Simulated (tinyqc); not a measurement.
Ways to converge the cycle: SCF convergence aids in the sto-6g basis, for H4, spin multiplicity 1. Computed by the program tinyqc with PySCF. 

Geometry (angstrom):
```
atom,x,y,z
H,0.0000,0.0000,0.0000
H,0.0000,0.0000,0.8310
H,0.0000,0.0000,2.2150
H,0.0000,0.0000,3.0460
```

lowest restricted solution found by these runs and by PySCF = -2.215012 hartree

RHF with one setting changed at a time; a run stops when the energy changes by less than 1e-09 hartree and the error matrix is below 1e-5. The start is the core Hamiltonian. Damping d keeps d of the old density; a shift (hartree) raises the virtual levels; DIIS n extrapolates F over n matrices.

Largest element of the error matrix X^T (FDS - SDF) X:
```
iteration,plain,damping 0.3,damping 0.6,shift 0.4,DIIS 3,DIIS 8
1,3.6e-01,3.6e-01,3.6e-01,3.6e-01,3.6e-01,3.6e-01
2,8.0e-03,1.1e-01,2.2e-01,9.6e-02,8.0e-03,8.0e-03
3,1.9e-03,3.4e-02,1.3e-01,2.5e-02,1.9e-03,1.9e-03
4,4.5e-04,1.0e-02,8.0e-02,6.5e-03,3.2e-06,3.2e-06
5,1.1e-04,3.1e-03,4.8e-02,2.0e-03,2.7e-10,1.1e-06
6,2.5e-05,9.2e-04,2.9e-02,9.1e-04,-,-
8,-,1.5e-04,1.0e-02,1.8e-04,-,-
10,-,3.4e-05,3.8e-03,3.4e-05,-,-
14,-,1.6e-06,4.9e-04,-,-,-
20,-,-,3.1e-05,-,-,-
30,-,-,8.5e-07,-,-,-
```

How each run ends:
```
run,iterations,E (hartree),state
plain,7,-2.215012,lowest found
damping 0.3,18,-2.215012,lowest found
damping 0.6,37,-2.215012,lowest found
shift 0.4,12,-2.215012,lowest found
DIIS 3,5,-2.215012,lowest found
DIIS 8,5,-2.215012,lowest found
```

6 of 6 runs reach the lowest restricted solution found, in 5 to 37 iterations (fastest: DIIS 3, DIIS 8). Plain steps already contract here, so damping only slows them. DIIS 3 and DIIS 8 gain by cancelling the error over several earlier matrices, much as a quasi-Newton step does.
